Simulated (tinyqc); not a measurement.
Inside a calculation. Method: RHF in the 3-21g basis, for H3+, spin multiplicity 1. One step of it, computed by the program tinyqc.

Task: Iteration 1: diagonalisation and new density. Diagonalise F' = X^T F X, C = X C', fill 1 alpha and 1 beta electrons from the bottom; D = 2 C_occ C_occ^T. Each column has its largest component positive (the first on a tie).

Fock matrix F (hartree), order 1H 1s, 1H 2s, 2H 1s, 2H 2s, 3H 1s, 3H 2s:
```
[[-0.475968, -0.874805, -0.621032, -0.687271, -0.621032, -0.687271],
 [-0.874805, -0.803534, -0.600019, -0.653034, -0.600019, -0.653034],
 [-0.621032, -0.600019, -0.190167, -0.620588, -0.187362, -0.345780],
 [-0.687271, -0.653034, -0.620588, -0.590005, -0.345780, -0.461331],
 [-0.621032, -0.600019, -0.187362, -0.345780, -0.190167, -0.620588],
 [-0.687271, -0.653034, -0.345780, -0.461331, -0.620588, -0.590005]]
```

X, order 1H 1s, 1H 2s, 2H 1s, 2H 2s, 3H 1s, 3H 2s:
```
[[1.288830, -0.613967, -0.116436, 0.110272, -0.116436, 0.110272],
 [-0.613967, 3.496248, -0.024009, -1.471131, -0.024009, -1.471131],
 [-0.116436, -0.024009, 1.260504, -0.459021, 0.039446, 0.061382],
 [0.110272, -1.471131, -0.459021, 2.071691, 0.061382, 0.414459],
 [-0.116436, -0.024009, 0.039446, 0.061382, 1.260504, -0.459021],
 [0.110272, -1.471131, 0.061382, 0.414459, -0.459021, 2.071691]]
```

Give: F' = X^T F X; orbital energies; coefficients C; D after iteration 1.

Result:

F' = X^T F X (hartree):
```
[[0.2921, -0.7207, -0.4238, -0.0872, -0.4238, -0.0872],
 [-0.7207, 0.1836, -0.1648, -0.2157, -0.1648, -0.2157],
 [-0.4238, -0.1648, 0.3901, -0.5394, 0.0798, -0.0216],
 [-0.0872, -0.2157, -0.5394, 0.0278, -0.0216, -0.0920],
 [-0.4238, -0.1648, 0.0798, -0.0216, 0.3901, -0.5394],
 [-0.0872, -0.2157, -0.0216, -0.0920, -0.5394, 0.0278]]
```

orbital energies (hartree): [-1.0546, -0.3114, 0.0553, 0.6470, 0.7415, 1.2337]

coefficients C, order 1H 1s, 1H 2s, 2H 1s, 2H 2s, 3H 1s, 3H 2s:
```
[[0.3634, 0.0000, 0.2351, -0.6649, 0.0000, -1.2083],
 [0.4455, 0.0000, 2.7836, 1.8725, 0.0000, 2.3403],
 [0.2172, 0.2698, 0.0081, -0.6408, -0.8989, 0.6930],
 [0.0278, 0.6649, -1.8738, -0.3023, 1.0327, -1.3201],
 [0.2172, -0.2698, 0.0081, -0.6408, 0.8989, 0.6930],
 [0.0278, -0.6649, -1.8738, -0.3023, -1.0327, -1.3201]]
```

D after iteration 1, order 1H 1s, 1H 2s, 2H 1s, 2H 2s, 3H 1s, 3H 2s:
```
[[0.2641, 0.3238, 0.1579, 0.0202, 0.1579, 0.0202],
 [0.3238, 0.3969, 0.1935, 0.0247, 0.1935, 0.0247],
 [0.1579, 0.1935, 0.0944, 0.0121, 0.0944, 0.0121],
 [0.0202, 0.0247, 0.0121, 0.0015, 0.0121, 0.0015],
 [0.1579, 0.1935, 0.0944, 0.0121, 0.0944, 0.0121],
 [0.0202, 0.0247, 0.0121, 0.0015, 0.0121, 0.0015]]
```
